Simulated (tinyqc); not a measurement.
MOSFET in saturation, small-signal circuit and noise: two steps of the calculation.

Bias by the inversion coefficient IC = I/Ispec (charge-based model with velocity saturation; weak inversion below 0.1, strong above 10). Common-source circuit: gm, gds, Cgs, Cgd and Cj at the inner nodes, Rg in series with the gate; quasi-static, no source or drain resistance, no gate-body capacitance, no substrate network, no induced gate noise, so fmax is an upper estimate.

Inputs (values chosen for the exercise): temperature T = 300 K; gate length L = 65 nm; total gate width W = 20 um; gate capacitance Cox = 0.77 uF/cm^2; mobility mu = 390 cm^2/(V s); slope factor n = 1.16; velocity-saturation length Ls = 15 nm; ratio gds/gm sg = 0.054; overlap and fringe capacitance per side Cov = 0.26 fF/um; drain junction capacitance Cj = 0.32 fF/um; sheet resistance of the gate Rsh = 20 ohm; finger width Wf = 4 um; gate contact and vertical resistance Rc = 100 ohm um; inversion coefficient IC = 15.

Constants: q = 1.602176634e-19 C, kB = 1.380649e-23 J/K, Vt = kB T/q. Results are converted to the units shown.

Problem 1. Current, transconductance and gain. Ispec = 2 n mu Cox (W/L) Vt^2, lc = Ls/L, gms = [sqrt((lc IC + 1)^2 + 4 IC) - 1]/[2 + lc (lc IC + 1)], gm = gms Ispec/(n Vt), gds = sg gm.

Find: Ispec; I; gms; gm; gds; gm/I.

Solution 1.

Ispec = 143.3 uA
I = 2149 uA
gms = 2.620
gm = 12.52 mS
gds = 0.6760 mS
gm/I = 5.826 1/V

Problem 2. Capacitances, gate resistance and cut-off frequencies. qs = [sqrt(1 + 4 IC) - 1]/2, Cgs = Cox W L qs (2 qs + 3)/(3 (qs + 1)^2) + Cov W, Cgd = Cov W, Cd = Cj W, Rg = Rsh (Wf/L)/(12 Nf) + Rc/W with Nf = W/Wf fingers (not rounded) contacted at both ends. fT = gm/(2 pi (Cgs + Cgd)), fmax = fT/(2 sqrt(Rg (gds + 2 pi fT Cgd))).

gm = 12.519225 mS
gds = 0.67603815 mS

Give: Cgs; Cgd; Cd; Rg; fT; fmax.

Solution 2.

Cgs = 10.944 fF
Cgd = 5.2000 fF
Cd = 6.4000 fF
Rg = 25.513 ohm
fT = 123.42 GHz
fmax = 178.05 GHz

Overlap and fringe make up 64.4 % of the gate capacitance; fmax is 1.44 times fT.

Numbers from tinyqc (`OMP_NUM_THREADS=1 python tinyqc.py 2150031 2150032 out.jsonl`; about 0.01 s on one thread of a shared Intel Xeon 2.30GHz).
